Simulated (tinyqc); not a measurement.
Inside a calculation. Method: Hubbard chain of 4 sites. One step of it, computed by the program tinyqc.

Task: Mean-field iteration 3. H(up) = T + U n(down), H(down) = T + U n(up); fill the lowest levels; n(new) = n + mixing (n(out) - n); E = tr T (rho up + rho down) + U sum n_up n_down of the output.

one-body matrix (hopping and site energies) (eV), order 1, 2, 3, 4:
```
[[0.000000, -1.760000, 0.000000, 0.000000],
 [-1.760000, 0.000000, -1.760000, 0.000000],
 [0.000000, -1.760000, 0.000000, -1.760000],
 [0.000000, 0.000000, -1.760000, 0.000000]]
```

U = 11.700000 eV

electrons, up and down: [2, 2]

mixing = 1

n(up) after iteration 2: [0.974315, 0.051440, 0.948560, 0.025685]

n(down) after iteration 2: [0.025685, 0.948560, 0.051440, 0.974315]

Give: levels, up; levels, down; energy; n(up) after iteration 3; n(down) after iteration 3.

Result:

levels, up (eV): [-0.229, 0.312, 11.388, 11.929]

levels, down (eV): [-0.229, 0.312, 11.388, 11.929]

energy = -1.564 eV

n(up) after iteration 3: [0.977, 0.046, 0.954, 0.023]

n(down) after iteration 3: [0.023, 0.954, 0.046, 0.977]
